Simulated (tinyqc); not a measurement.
Deep trap from a strong local potential in a two-band host (Koster-Slater model with semi-elliptic bands): one step, computed by the program tinyqc.

The valence band spans -2 W_v to 0 and the conduction band E_g to E_g + 2 W_c. The orbital at the impurity site has weight f_v in the valence band and 1 - f_v in the conduction band, each spread as a semi-ellipse (2/(pi W^2)) sqrt(W^2 - x^2) about the band centre. The impurity adds U to this orbital. Spin is left out.

Task: The same problem as a small matrix. Each band is replaced by n levels e_k = centre + W cos(k pi/(n + 1)) with weights w_k = f (2/(n + 1)) sin^2(k pi/(n + 1)), k = 1..n (valence first); H_kl = e_k delta_kl + U sqrt(w_k w_l).

Inputs (values chosen for the exercise, with a gap close to that of GaN):
```
quantity                                value  unit
gap E_g                                  3.37    eV
half-width of the valence band W_v        3.8    eV
half-width of the conduction band W_c     4.2    eV
valence weight f_v of the site orbital   0.62     -
impurity potential U                     11.5    eV
levels per band n                           2     -
```

Impurity: repulsive, acceptor-like.

Give: host levels e_k; weights w_k; H.

Result:

host levels e_k (eV): -1.90  -5.70  9.67  5.47

weights w_k: 0.31  0.31  0.19  0.19

H (eV):
```
       1       2       3      4
1  1.665   3.565   2.791  2.791
2  3.565  -2.135   2.791  2.791
3  2.791   2.791  11.855  2.185
4  2.791   2.791   2.185  7.655
```
